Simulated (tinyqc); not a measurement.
## FinFET, parasitic resistance, capacitance and delay: effect of the wire load

Nf fins under one contact; each has gated perimeter p = 2 Hf + Wf and cross-section A = Hf Wf; contact width Wc = Nf pf, stack height Hs = Hf. Contact length Lc = CPP - Lg - 2 Lsp, shared by two neighbouring gates. Source and drain sides are equal. The formulas are first-order estimates, not field solutions.

Epitaxy sheet resistance Rsh = re/te, transfer length LT = sqrt(rc/Rsh), contact Rc = [sqrt(rc Rsh)/Wc] coth(Lc/(2 LT)); extension of one fin Rx = rx Lsp/A. With N fins: gate Cg = Cinv p N Lg; per side, plate Cp = ks eps0 [Wc (Hs + Hc) - N A]/Lsp, top fringe Cf = (2/pi) ks eps0 Wc ln(1 + Lg/(2 Lsp)), overlap Co = Cinv p N Lov. One fin: I = p Q vx u/(1 + |u|^1.8)^(1/1.8), Q = Cinv n Vt ln(1 + exp((Vg' - VT + dl Vd')/(n Vt))), u = Vd' mu/(vx Lg), Vg' = Vgs - v, Vd' = Vds - 2 v, with the drop on each side v = Rc (sum of I) + Rx I. Ieff = [I(Vgs = Vdd, Vds = Vdd/2) + I(Vdd/2, Vdd)]/2, total currents. With Cs = Cp + Cf + Co, the load of an inverter of two such devices driving an equal one is CL = 2 (Cg + 2 Cs) + 4 Cs + Cw (own drains counted twice for the Miller effect); delay CL Vdd/(2 Ieff).

Values chosen for this exercise; values close to those of silicon logic devices:
- T = 300 K (temperature)
- Nf = 2 (number of fins)
- Hf = 60 nm (fin height)
- Wf = 5 nm (fin width)
- pf = 30 nm (fin pitch)
- CPP = 45 nm (contacted gate pitch)
- Lg = 12 nm (gate length)
- Lsp = 6 nm (spacer length)
- ks = 5.5 (relative permittivity of the spacer)
- Hc = 15 nm (gate height above the channel stack)
- rc = 8.2e-10 ohm cm^2 (contact resistivity)
- re = 0.00032 ohm cm (resistivity of the source-drain epitaxy)
- te = 25 nm (current-carrying depth of the epitaxy)
- rx = 0.0015 ohm cm (resistivity of the extension)
- Lov = 0.5 nm (gate overlap)
- Cinv = 3.5 uF/cm^2 (inversion capacitance)
- vx = 1.4e7 cm/s (injection velocity)
- mu = 270 cm^2/(V s) (apparent mobility)
- VT = 0.2 V (threshold at zero drain voltage)
- dl = 0.079 V/V (barrier lowering)
- n = 1.19 (subthreshold factor)
- Vdd = 0.8 V (supply voltage)

Constants: q = 1.602176634e-19 C, kB = 1.380649e-23 J/K, eps0 = 8.8541878128e-12 F/m, Vt = kB T/q. Results are converted to the units shown.

The same in every row: Rc (ohm) = 137.5; Rx/N (ohm) = 150.0; Ieff (uA) = 359.7.

Effect of the wire load:

| Cw (fF) | CL (aF) | delay (ps) |
|---|---|---|
| 0.02 | 528.5 | 0.5878 |
| 0.043 | 551.5 | 0.6134 |
| 0.093 | 601.5 | 0.6690 |
| 0.2 | 708.5 | 0.7880 |
| 0.43 | 938.5 | 1.044 |
| 0.93 | 1439 | 1.600 |
| 2 | 2509 | 2.790 |

What does the comparison show?

As Cw goes from 0.02 to 2 fF, Ieff stays at 360 uA, CL rises from 529 to 2510 aF and the delay rises from 0.588 to 2.79 ps.

Computed by the program tinyqc: `OMP_NUM_THREADS=1 python tinyqc.py 2170119 2170120 out.jsonl`, one thread of a shared Intel Xeon 2.30GHz, about 0.04 s for the whole run.
